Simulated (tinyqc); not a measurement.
Worked calculation: potential-pH (Pourbaix) lines of a metal, its cation, its oxide and an oxyanion, with a complexing ligand. Computed by tinyqc, a small Python program that keeps every step. Command: `OMP_NUM_THREADS=1 python tinyqc.py 3026329 3026330 out.jsonl pourb walk`. One thread of a shared host (Intel(R) Xeon(R) Processor @ 2.30GHz), about 0.02 s of CPU time with the checks. Intermediate numbers are printed to about 6 digits and carried at full precision; extremes and crossings named in words are read from the listed rows.

Potentials are against the standard hydrogen electrode; solids and water have unit activity; dG_f of M, H+ and the electron is zero; F = e N_A and s = R T ln(10)/F. The cation carries z = 2.

Inputs (values chosen for the exercise, modelled on iron): dG_f of the cation = -79.92 kJ/mol; dG_f of the oxide = -253.19 kJ/mol; dG_f of the oxyanion = -332.22 kJ/mol; dG_f of water = -237.14 kJ/mol; temperature T = 298.15 K; log10 of the dissolved activity a = -6; pH = 7.9; potential E = -0.49 V; log10 of the stability constant beta of ML = 14; pKa of HL = 5.1; total ligand c_L = 0.5 mol/L; limiting current density i_L = 0.001 A/cm^2; molar volume V_m = 7.09 cm^3/mol.

Species: M, M2+, MO, MO2(2-).

exchange current densities, metal and cathodic (A/cm^2): [5e-06, 4.1e-10]

Tafel slopes, anodic and cathodic (mV/decade): [45, 125]

Constants: R = 8.314462618 J/(mol K); e = 1.602176634e-19 C; N_A = 6.02214076e+23 1/mol.

## Standard potentials

M2+ + 2e = M; MO + 2H+ + 2e = M + H2O; MO2(2-) + 4H+ + 2e = M + 2H2O. For each, E0 = -dG/(z F), and E = E0 + (s/z) log10 a - (s n_H/z) pH, with no activity term for the oxide.

s = 0.0591593 V

E0 (V): cation -0.414156, oxide -0.083173, oxyanion 0.736174

The metal is less noble than hydrogen.

## Vertical lines

Two oxidised species coexist where their lines against the metal cross: pH1 (cation/oxide) = [E0(oxide) - E0(cation)]/s - (log10 a)/z; pH2 (oxide/oxyanion) = {[E0(oxyanion) - E0(oxide)]/s + (log10 a)/z}/(4/z - 1).

pH1 = 8.59477

pH2 = 10.8498

width of the oxide field, pH2 - pH1 = 2.25507

The oxide is stable from pH 8.59 to 10.85; each decade less of dissolved metal narrows this field by 1.00 pH units.

## The stable species at (pH, E)

The metal is stable below the lowest of the three lines; above it, the species of the lowest line is stable. Water lines at 1 bar: hydrogen E = -s pH, oxygen E = -dG_f(water)/(2F) - s pH.

lines at this pH (V): cation -0.591634, oxide -0.550532, oxyanion -0.376022

upper limit of immunity = -0.591634 V

hydrogen line = -0.467359 V

oxygen line = 0.761533 V

E above the limit of immunity = 0.101634 V

Stable here: the cation (corrosion). The point lies outside the stability range of water. Water itself can oxidise the metal at this pH. Caution: other oxidation states, hydroxides and hydrides are left out, and the lines say nothing of rates.

## A complexing ligand

The free ligand is c_L/(1 + 10^(pKa - pH)) (ligand in excess); dissolved metal is a in all, so the free cation is a/alpha, alpha = 1 + beta [L]; the cation line drops by (s/z) log10 alpha.

free ligand = 0.499209 mol/L

log10 alpha = 13.6983

cation line with ligand = -0.996825 V

that line less the oxide line = -0.446293 V

With the ligand the dissolved state lies below the oxide: the oxide dissolves at this pH.

## Mixed potential with oxygen reduction

Anodic i = i0a 10^((E - E_a)/b_a) with E_a the cation line with ligand; cathodic i = i0c 10^((E_c - E)/b_c) with E_c the oxygen line; supply caps the cathodic current, 1/i_c = 1/i(Tafel) + 1/i_L. E_corr makes the two currents equal. Without the cap it would be [b_c E_a + b_a E_c + b_a b_c log10(i0c/i0a)]/(b_a + b_c). Rate = i V_m/(z F). Films are left out.

E_corr without the cap = -0.666582 V

corrosion potential E_corr = -0.893279 V

corrosion current density = 1.00000e-03 A/cm^2

i/i_L = 1.000000

etch rate = 22.0448 nm/min

The current sits at the supply limit: stirring or more oxidant, not the ligand, sets the rate. Caution: E_corr lies below the hydrogen line, so hydrogen evolution, left out here, adds cathodic current.

## The diagram with and without ligand

The formulas are those given above.

Lines against the metal (V); the species with the lowest line is stable above it:
```
pH     cation      oxide  oxyanion  stable above  cation with ligand  stable above, ligand
0   -0.591634  -0.083173   0.55870        cation           -0.845989             dissolved
2   -0.591634  -0.201492   0.32206        cation           -0.905138             dissolved
4   -0.591634  -0.319811   0.08542        cation           -0.963326             dissolved
5   -0.591634  -0.378970  -0.03290        cation           -0.986377             dissolved
6   -0.591634  -0.438129  -0.15122        cation           -0.995322             dissolved
7   -0.591634  -0.497289  -0.26953        cation           -0.996685             dissolved
8   -0.591634  -0.556448  -0.38785        cation           -0.996829             dissolved
9   -0.591634  -0.615607  -0.50617         oxide           -0.996844             dissolved
10  -0.591634  -0.674767  -0.62449         oxide           -0.996845             dissolved
12  -0.591634  -0.793085  -0.86113      oxyanion           -0.996845             dissolved
14  -0.591634  -0.911404  -1.09777      oxyanion           -0.996845              oxyanion
```

Without ligand the oxide holds 2 of the eleven rows (pH 9 to 10), with it 0. The ligand acts once beta [L] exceeds 1, from pH = pKa - log10(beta c_L) = -8.6 on, that is in all rows; its line then falls by at most s/z per pH unit and flattens beyond pKa, 0.405 V below the free cation at most. The oxide line falls faster, by s per pH unit.

Checks made by the program: the lines cross at pH1 and pH2 (relative difference below 1e-10).
